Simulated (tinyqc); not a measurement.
Worked calculation: plane-wave Kohn-Sham cycle with exchange-only LDA in a layered model solid. Computed by tinyqc, a small Python program that keeps every step. Settings: points = 16, plane-wave index or count = 2, electrons = 2, k points = 3, area = 18.0, mixing = 0.1, iteration cap = 75, Kerker q0 = 1.09. Command: `OMP_NUM_THREADS=1 python tinyqc.py 26773 26774 out.jsonl` (the two numbers bound the seeds that draw the settings). One thread of a shared host (Intel(R) Xeon(R) Processor @ 2.60GHz), about 0.03 s of CPU time with the checks. Later iterations appear only in the table of the cycle.

## Iteration 1: potential

A solid whose potential varies along x alone (atomic units):
```
parameter                      value
period a                    4.400000
cross-section of the cell  18.000000
electrons per cell                 2
grid points                       16
plane waves -n..n, n               2
k points                           3
V1 in V1 cos(2 pi x/a)     -0.150000
V2 in V2 cos(4 pi x/a)     -0.190000
```

density at the start, on the grid x_j = j a/N (e/bohr^3): [0.02525253, 0.02525253, 0.02525253, 0.02525253, 0.02525253, 0.02525253, 0.02525253, 0.02525253, 0.02525253, 0.02525253, 0.02525253, 0.02525253, 0.02525253, 0.02525253, 0.02525253, 0.02525253]

V_H(G) = 4 pi rho(G)/G^2 for G != 0 (uniform background); v_x = -(3 rho/pi)^(1/3); V = V_ext + V_H + v_x; Fourier components f(G_m) = (1/N) sum_j f(x_j) exp(-i G_m x_j).

Potentials on the grid (hartree):
```
x             V_ext       V_H        v_x          V
0.000000  -0.340000  0.000000  -0.288907  -0.628907
0.275000  -0.272932  0.000000  -0.288907  -0.561840
0.550000  -0.106066  0.000000  -0.288907  -0.394973
0.825000   0.076948  0.000000  -0.288907  -0.211960
1.100000   0.190000  0.000000  -0.288907  -0.098907
1.375000   0.191753  0.000000  -0.288907  -0.097155
1.650000   0.106066  0.000000  -0.288907  -0.182841
1.925000   0.004232  0.000000  -0.288907  -0.284676
2.200000  -0.040000  0.000000  -0.288907  -0.328907
2.475000   0.004232  0.000000  -0.288907  -0.284676
2.750000   0.106066  0.000000  -0.288907  -0.182841
3.025000   0.191753  0.000000  -0.288907  -0.097155
3.300000   0.190000  0.000000  -0.288907  -0.098907
3.575000   0.076948  0.000000  -0.288907  -0.211960
3.850000  -0.106066  0.000000  -0.288907  -0.394973
4.125000  -0.272932  0.000000  -0.288907  -0.561840
```

V(G_m), m = 0, 1, 2, ... (hartree): [-0.288907, -0.075000, -0.095000, 0.000000, 0.000000]

## Iteration 1: Hamiltonian at one k

k = 0.000000 2 pi / a

H(m,m') = (k + G_m)^2/2 delta + V(G_m - G_m'), with V(-G) = V(G).

H (hartree), order -2, -1, +0, +1, +2:
$$\begin{pmatrix}
3.789441 & -0.075000 & -0.095000 & 0.000000 & 0.000000 \\
-0.075000 & 0.730680 & -0.075000 & -0.095000 & 0.000000 \\
-0.095000 & -0.075000 & -0.288907 & -0.075000 & -0.095000 \\
0.000000 & -0.095000 & -0.075000 & 0.730680 & -0.075000 \\
0.000000 & 0.000000 & -0.095000 & -0.075000 & 3.789441
\end{pmatrix}$$

## Iteration 1: levels at that k

Diagonalise the Hermitian matrix.

eigenvalues (hartree): [-0.305843, 0.646576, 0.823783, 3.791338, 3.795481]

## Iteration 1: new density

Motion across x is left out: the lowest 1 band(s) hold two electrons at each of the k points (j + 1/2)/nk - 1/2. Residual R = rho(out) - rho(in); rho(new) = rho(in) + 0.1 R, with R(G) scaled by G^2/(G^2 + 1.09^2) (Kerker). rho(out) = 2/(a A nk) sum |psi|^2 with psi = sum c exp(i G x). Harris energy E = band energy - dV sum rho (V_H/2 + v_x) + (3/4) dV sum rho v_x with rho(in), dV = a A/N, band energy = (2/nk) sum of the filled levels.

rho(out) (e/bohr^3): [0.04093884, 0.03886823, 0.03362480, 0.02737752, 0.02206620, 0.01857368, 0.01681279, 0.01619067, 0.01607379, 0.01619067, 0.01681279, 0.01857368, 0.02206620, 0.02737752, 0.03362480, 0.03886823]

density after iteration 1 (e/bohr^3): [0.02633077, 0.02617092, 0.02577449, 0.02532419, 0.02497471, 0.02478338, 0.02472405, 0.02473162, 0.02474292, 0.02473162, 0.02472405, 0.02478338, 0.02497471, 0.02532419, 0.02577449, 0.02617092]

energy per cell = -0.32949991 hartree

## Iteration 2: potential

As before.

Potentials on the grid (hartree):
```
x             V_ext        V_H        v_x          V
0.000000  -0.340000   0.005187  -0.292962  -0.627776
0.275000  -0.272932   0.004687  -0.292368  -0.560613
0.550000  -0.106066   0.003334  -0.290884  -0.393616
0.825000   0.076948   0.001490  -0.289180  -0.210743
1.100000   0.190000  -0.000432  -0.287844  -0.098276
1.375000   0.191753  -0.002102  -0.287107  -0.097456
1.650000   0.106066  -0.003337  -0.286878  -0.184149
1.925000   0.004232  -0.004075  -0.286907  -0.286750
2.200000  -0.040000  -0.004318  -0.286951  -0.331269
2.475000   0.004232  -0.004075  -0.286907  -0.286750
2.750000   0.106066  -0.003337  -0.286878  -0.184149
3.025000   0.191753  -0.002102  -0.287107  -0.097456
3.300000   0.190000  -0.000432  -0.287844  -0.098276
3.575000   0.076948   0.001490  -0.289180  -0.210743
3.850000  -0.106066   0.003334  -0.290884  -0.393616
4.125000  -0.272932   0.004687  -0.292368  -0.560613
```

V(G_m), m = 0, 1, 2, ... (hartree): [-0.288891, -0.074092, -0.095312, -0.000035, -0.000004]

## Iteration 2: Hamiltonian at one k

k = 0.000000 2 pi / a

As before.

H (hartree), order -2, -1, +0, +1, +2:
$$\begin{pmatrix}
3.789458 & -0.074092 & -0.095312 & -0.000035 & -0.000004 \\
-0.074092 & 0.730697 & -0.074092 & -0.095312 & -0.000035 \\
-0.095312 & -0.074092 & -0.288891 & -0.074092 & -0.095312 \\
-0.000035 & -0.095312 & -0.074092 & 0.730697 & -0.074092 \\
-0.000004 & -0.000035 & -0.095312 & -0.074092 & 3.789458
\end{pmatrix}$$

## Iteration 2: levels at that k

As before.

eigenvalues (hartree): [-0.305563, 0.646027, 0.824159, 3.791312, 3.795484]

## Iteration 2: new density

As before.

rho(out) (e/bohr^3): [0.04081010, 0.03875180, 0.03354130, 0.02733808, 0.02207259, 0.01862200, 0.01689607, 0.01629822, 0.01619019, 0.01629822, 0.01689607, 0.01862200, 0.02207259, 0.02733808, 0.03354130, 0.03875180]

density after iteration 2 (e/bohr^3): [0.02732487, 0.02701870, 0.02625891, 0.02539452, 0.02472168, 0.02435103, 0.02423373, 0.02424585, 0.02426669, 0.02424585, 0.02423373, 0.02435103, 0.02472168, 0.02539452, 0.02625891, 0.02701870]

energy per cell = -0.32873432 hartree

## Convergence

Stop when sqrt(dV sum R^2) is below 1e-8, dV = a A/N.

Course of the cycle:
```
iteration  E (hartree)  norm of the residual
1          -0.32949991              7.92e-02
2          -0.32873432              7.33e-02
3          -0.32806370              6.79e-02
4          -0.32747862              6.28e-02
5          -0.32696980              5.81e-02
6          -0.32652846              5.38e-02
7          -0.32614645              4.98e-02
8          -0.32581639              4.61e-02
9          -0.32553162              4.26e-02
10         -0.32528622              3.94e-02
11         -0.32507497              3.65e-02
...                ...                   ...
65         -0.32379638              5.56e-04
66         -0.32379633              5.15e-04
67         -0.32379630              4.77e-04
68         -0.32379626              4.42e-04
69         -0.32379624              4.09e-04
70         -0.32379621              3.79e-04
71         -0.32379619              3.51e-04
72         -0.32379618              3.25e-04
73         -0.32379616              3.01e-04
74         -0.32379615              2.78e-04
75         -0.32379614              2.58e-04
```

Not converged within 75 iterations: the residual falls steadily but slowly, by a factor of about 0.93 a step. Reruns (cap 100 unless said): mixing 0.5, Kerker q0 1.0: converged in 33 (E = -0.32380); mixing 0.3, Pulay depth 5: converged in 9 (E = -0.32380); the original settings with a cap of 400: converged in 208 (E = -0.32380).
